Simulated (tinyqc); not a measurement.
Inside a calculation. Method: RHF in the 6-31g basis, for H2, spin multiplicity 1. Computed by tinyqc, a small Python program that keeps every step (integrals from PySCF). Settings: charge = 0, multiplicity = 1, basis = 6-31g, energy threshold = 1e-10, iteration cap = 53, orthogonalisation = symmetric, start = Wolfsberg-Helmholz matrix, DIIS depth = 4, damping = 0.5, method = RHF. Command: `OMP_NUM_THREADS=1 python tinyqc.py 26737 26738 out.jsonl` (the two numbers bound the seeds that draw the settings). One thread of a shared host (Intel(R) Xeon(R) Processor @ 2.60GHz), about 0.05 s of CPU time with the checks. Later iterations appear only in the table of the cycle.

## One-electron integrals

Geometry (angstrom):
```
atom         x         y         z
H     0.000000  0.000000  0.000000
H     0.000000  0.000000  0.656000
```

Basis 6-31g: exponents (1/bohr^2) and contraction coefficients of normalised primitives:
```
element  l (shell)   exponent  coefficient
H            s (1)  18.731137     0.033495
H            s (1)   2.825394     0.234727
H            s (1)   0.640122     0.813757
H            s (2)   0.161278     1.000000
```

Overlap, kinetic and nuclear-attraction integrals over the contracted functions; the nuclear repulsion is the sum of Za Zb / Rab.

nuclear repulsion = 0.80667258 hartree

overlap S, lower triangle:
```
          1H 1s     1H 2s     2H 1s     2H 2s
1H 1s  1.000000
1H 2s  0.658292  1.000000
2H 1s  0.533049  0.537862  1.000000
2H 2s  0.537862  0.883448  0.658292  1.000000
```

kinetic energy T (hartree), lower triangle:
```
          1H 1s     1H 2s     2H 1s     2H 2s
1H 1s  1.395678
1H 2s  0.259735  0.241917
2H 1s  0.335558  0.183428  1.395678
2H 2s  0.183428  0.196064  0.259735  0.241917
```

nuclear attraction V (hartree), lower triangle:
```
           1H 1s      1H 2s      2H 1s      2H 2s
1H 1s  -2.434406
1H 2s  -1.218262  -1.189868
2H 1s  -1.280174  -1.028033  -2.434406
2H 2s  -1.028033  -1.087234  -1.218262  -1.189868
```

core Hamiltonian H = T + V (hartree), lower triangle:
```
           1H 1s      1H 2s      2H 1s      2H 2s
1H 1s  -1.038728
1H 2s  -0.958527  -0.947952
2H 1s  -0.944616  -0.844606  -1.038728
2H 2s  -0.844606  -0.891169  -0.958527  -0.947952
```

## Two-electron integrals

Functions are numbered as in S; the eight-fold symmetry (ij|kl) = (ji|kl) = (kl|ij) leaves the list below.

Two-electron integrals (ij|kl) in chemists' order, unique and non-zero (hartree):
```
(11|11) 1.076566   (21|11) 0.578470   (21|21) 0.329423   (22|11) 0.587396
(22|21) 0.361304   (22|22) 0.453150   (31|11) 0.492717   (31|21) 0.277957
(31|22) 0.299363   (31|31) 0.278512   (32|11) 0.383869   (32|21) 0.230287
(32|22) 0.272559   (32|31) 0.235671   (32|32) 0.219080   (33|11) 0.717706
(33|21) 0.434337   (33|22) 0.514907   (33|31) 0.492717   (33|32) 0.467174
(33|33) 1.076566   (41|11) 0.467174   (41|21) 0.266760   (41|22) 0.293824
(41|31) 0.235671   (41|32) 0.198407   (41|33) 0.383869   (41|41) 0.219080
(42|11) 0.501412   (42|21) 0.309738   (42|22) 0.392218   (42|31) 0.273393
(42|32) 0.257372   (42|33) 0.501412   (42|41) 0.257372   (42|42) 0.353675
(43|11) 0.434337   (43|21) 0.264571   (43|22) 0.321762   (43|31) 0.277957
(43|32) 0.266760   (43|33) 0.578470   (43|41) 0.230287   (43|42) 0.309738
(43|43) 0.329423   (44|11) 0.514907   (44|21) 0.321762   (44|22) 0.418340
(44|31) 0.299363   (44|32) 0.293824   (44|33) 0.587396   (44|41) 0.272559
(44|42) 0.392218   (44|43) 0.361304   (44|44) 0.453150
```

## Orthogonalisation

S = U s U^T; symmetric (Loewdin) form X = U s^(-1/2) U^T, so that X^T S X = 1.

eigenvalues of S: 0.079152  0.499332  0.504350  2.917165

X, lower triangle:
```
           1H 1s      1H 2s      2H 1s     2H 2s
1H 1s   1.328664
1H 2s  -0.509180   2.152917
2H 1s  -0.268220   0.098725   1.328664
2H 2s   0.098725  -1.212712  -0.509180  2.152917
```

## Starting guess

The start is the generalised Wolfsberg-Helmholz matrix (K = 1.75) built on H; D = 2 C_occ C_occ^T.

D at the start, lower triangle:
```
          1H 1s     1H 2s     2H 1s     2H 2s
1H 1s  0.206372
1H 2s  0.172388  0.144000
2H 1s  0.206372  0.172388  0.206372
2H 2s  0.172388  0.144000  0.172388  0.144000
```

## Iteration 1: building the Fock matrix

J_ij = sum D_kl (ij|kl), K_ij = sum D_kl (ik|jl); F = H + J - 0.5 K; E = tr D H + tr D J / 2 - 0.25 tr D K + E_nn.

Coulomb J (hartree), lower triangle:
```
          1H 1s     1H 2s     2H 1s     2H 2s
1H 1s  1.519403
1H 2s  0.887471  1.020278
2H 1s  0.837447  0.743896  1.519403
2H 2s  0.743896  0.925665  0.887471  1.020278
```

exchange K (hartree), lower triangle:
```
          1H 1s     1H 2s     2H 1s     2H 2s
1H 1s  1.176427
1H 2s  0.943711  0.851453
2H 1s  1.001134  0.902289  1.176427
2H 2s  0.902289  0.837543  0.943711  0.851453
```

Fock matrix F (hartree), lower triangle:
```
           1H 1s      1H 2s      2H 1s      2H 2s
1H 1s  -0.107539
1H 2s  -0.542912  -0.353401
2H 1s  -0.607735  -0.551855  -0.107539
2H 2s  -0.551855  -0.384276  -0.542912  -0.353401
```

total energy of this density = -1.12043090 hartree

This density is the starting one.

## Iteration 1: diagonalisation and new density

Diagonalise F' = X^T F X, C = X C', fill 1 alpha and 1 beta electrons from the bottom; D = 2 C_occ C_occ^T; the new density keeps 0.5 of the old one (damping). Each column has its largest component positive (the first on a tie).

F' = X^T F X (hartree), lower triangle:
```
           1          2          3         4
1   0.646980
2  -0.588658   0.285180
3  -0.622588  -0.091289   0.646980
4  -0.091289  -0.212814  -0.588658  0.285180
```

orbital energies (hartree): MO1 -0.631991, MO2 0.254331, MO3 0.728750, MO4 1.513231

coefficients C:
```
            MO1        MO2        MO3        MO4
1H 1s  0.337910   0.110754   0.729605  -1.203133
1H 2s  0.252927   1.948059  -0.679895   1.433029
2H 1s  0.337910  -0.110754   0.729605   1.203133
2H 2s  0.252927  -1.948059  -0.679895  -1.433029
```

D after iteration 1, lower triangle:
```
          1H 1s     1H 2s     2H 1s     2H 2s
1H 1s  0.217369
1H 2s  0.171661  0.135972
2H 1s  0.217369  0.171661  0.217369
2H 2s  0.171661  0.135972  0.171661  0.135972
```

## Iteration 2: building the Fock matrix

As before.

Coulomb J (hartree), lower triangle:
```
          1H 1s     1H 2s     2H 1s     2H 2s
1H 1s  1.530362
1H 2s  0.892679  1.023874
2H 1s  0.843720  0.748429  1.530362
2H 2s  0.748429  0.929081  0.892679  1.023874
```

exchange K (hartree), lower triangle:
```
          1H 1s     1H 2s     2H 1s     2H 2s
1H 1s  1.191213
1H 2s  0.948177  0.848030
2H 1s  1.013575  0.906660  1.191213
2H 2s  0.906660  0.834287  0.948177  0.848030
```

Fock matrix F (hartree), lower triangle:
```
           1H 1s      1H 2s      2H 1s      2H 2s
1H 1s  -0.103972
1H 2s  -0.539936  -0.348092
2H 1s  -0.607683  -0.549506  -0.103972
2H 2s  -0.549506  -0.379232  -0.539936  -0.348092
```

total energy of this density = -1.12118609 hartree

This density is a damped mixture and is not idempotent.

## Iteration 2: DIIS over 2 matrices

error matrix X^T (FDS - SDF) X:
```
          1          2         3          4
1  0.000000  -0.017717  0.000000  -0.017717
2  0.017717   0.000000  0.017717   0.000000
3  0.000000  -0.017717  0.000000  -0.017717
4  0.017717   0.000000  0.017717   0.000000
```

B (overlaps of the stored error matrices):
```
               1              2
1  7.6611550e-03  4.3860547e-03
2  4.3860547e-03  2.5110412e-03
```

Minimise |sum c_i e_i|^2 with sum c_i = 1: solve [B -1; -1 0][c; lambda] = [0; -1] with B_ij = tr e_i^T e_j, and take F = sum c_i F_i.

DIIS coefficients: -1.339212  2.339212

extrapolated F (hartree), lower triangle:
```
           1H 1s      1H 2s      2H 1s      2H 2s
1H 1s  -0.099196
1H 2s  -0.535952  -0.340984
2H 1s  -0.607613  -0.546361  -0.099196
2H 2s  -0.546361  -0.372476  -0.535952  -0.340984
```

## Iteration 2: diagonalisation and new density

As before.

F' = X^T F X (hartree), lower triangle:
```
           1          2          3         4
1   0.657531
2  -0.588326   0.293805
3  -0.630381  -0.090137   0.657531
4  -0.090137  -0.208217  -0.588326  0.293805
```

orbital energies (hartree): MO1 -0.622723, MO2 0.260461, MO3 0.735461, MO4 1.529473

coefficients C:
```
            MO1        MO2        MO3        MO4
1H 1s  0.340745   0.105866   0.728286  -1.203573
1H 2s  0.250282   1.953863  -0.680874   1.425105
2H 1s  0.340745  -0.105866   0.728286   1.203573
2H 2s  0.250282  -1.953863  -0.680874  -1.425105
```

D after iteration 2, lower triangle:
```
          1H 1s     1H 2s     2H 1s     2H 2s
1H 1s  0.224792
1H 2s  0.171113  0.130627
2H 1s  0.224792  0.171113  0.224792
2H 2s  0.171113  0.130627  0.171113  0.130627
```

## Iteration 26 (converged): orbitals

converged F (hartree), lower triangle:
```
           1H 1s      1H 2s      2H 1s      2H 2s
1H 1s  -0.099176
1H 2s  -0.535913  -0.340946
2H 1s  -0.607596  -0.546324  -0.099176
2H 2s  -0.546324  -0.372439  -0.535913  -0.340946
```

Diagonalise F' = X^T F X, C = X C', fill 1 alpha and 1 beta electrons from the bottom; D = 2 C_occ C_occ^T. Each column has its largest component positive (the first on a tie).

F' = X^T F X (hartree), lower triangle:
```
           1          2          3         4
1   0.657528
2  -0.588302   0.293810
3  -0.630389  -0.090117   0.657528
4  -0.090117  -0.208208  -0.588302  0.293810
```

orbital energies (hartree): MO1 -0.622678, MO2 0.260463, MO3 0.735419, MO4 1.529473

coefficients C:
```
            MO1        MO2        MO3        MO4
1H 1s  0.340752   0.105861   0.728282  -1.203573
1H 2s  0.250275   1.953869  -0.680876   1.425096
2H 1s  0.340752  -0.105861   0.728282   1.203573
2H 2s  0.250275  -1.953869  -0.680876  -1.425096
```

D after iteration 26, lower triangle:
```
          1H 1s     1H 2s     2H 1s     2H 2s
1H 1s  0.232224
1H 2s  0.170563  0.125275
2H 1s  0.232224  0.170563  0.232224
2H 2s  0.170563  0.125275  0.170563  0.125275
```

## Convergence

Stop when the energy changes by less than 1e-10 hartree and every element of the error matrix X^T (F D S - S D F) X is below 3e-06.

Course of the cycle:
```
iteration  E (hartree)     change  largest element of the error matrix
1          -1.12043090          -                             3.09e-02
2          -1.12118609  -7.55e-04                             1.77e-02
3          -1.12160927  -4.23e-04                             8.86e-03
4          -1.12183815  -2.29e-04                             4.43e-03
5          -1.12195692  -1.19e-04                             2.22e-03
6          -1.12201739  -6.05e-05                             1.11e-03
7          -1.12204789  -3.05e-05                             5.54e-04
8          -1.12206322  -1.53e-05                             2.77e-04
9          -1.12207089  -7.68e-06                             1.39e-04
10         -1.12207474  -3.84e-06                             6.93e-05
11         -1.12207666  -1.92e-06                             3.47e-05
12         -1.12207762  -9.62e-07                             1.73e-05
13         -1.12207810  -4.81e-07                             8.66e-06
14         -1.12207834  -2.40e-07                             4.33e-06
15         -1.12207846  -1.20e-07                             2.17e-06
16         -1.12207852  -6.01e-08                             1.08e-06
17         -1.12207855  -3.01e-08                             5.42e-07
18         -1.12207857  -1.50e-08                             2.71e-07
19         -1.12207857  -7.51e-09                             1.35e-07
20         -1.12207858  -3.76e-09                             6.77e-08
21         -1.12207858  -1.88e-09                             3.38e-08
22         -1.12207858  -9.39e-10                             1.69e-08
23         -1.12207858  -4.70e-10                             8.46e-09
24         -1.12207858  -2.35e-10                             4.23e-09
25         -1.12207858  -1.17e-10                             2.12e-09
26         -1.12207858  -5.87e-11                             1.06e-09
```

PySCF RHF in the same basis = -1.12207858 hartree

Converged in 26 iterations.

## Populations, bond orders and dipole

Mulliken: Z minus the diagonal of D S on the atom; Loewdin: the same with S^(1/2) D S^(1/2); Mayer order: 2 sum_s sum (D(s) S)_ij (D(s) S)_ji over the two atoms.

Charges (e):
```
atom  Mulliken  Loewdin
1H           0        0
2H           0        0
```

Mayer bond orders:
```
pair     order
2-1   1.000000
```

dipole moment about the origin, x y z (debye): 0.000000  0.000000  0.000000
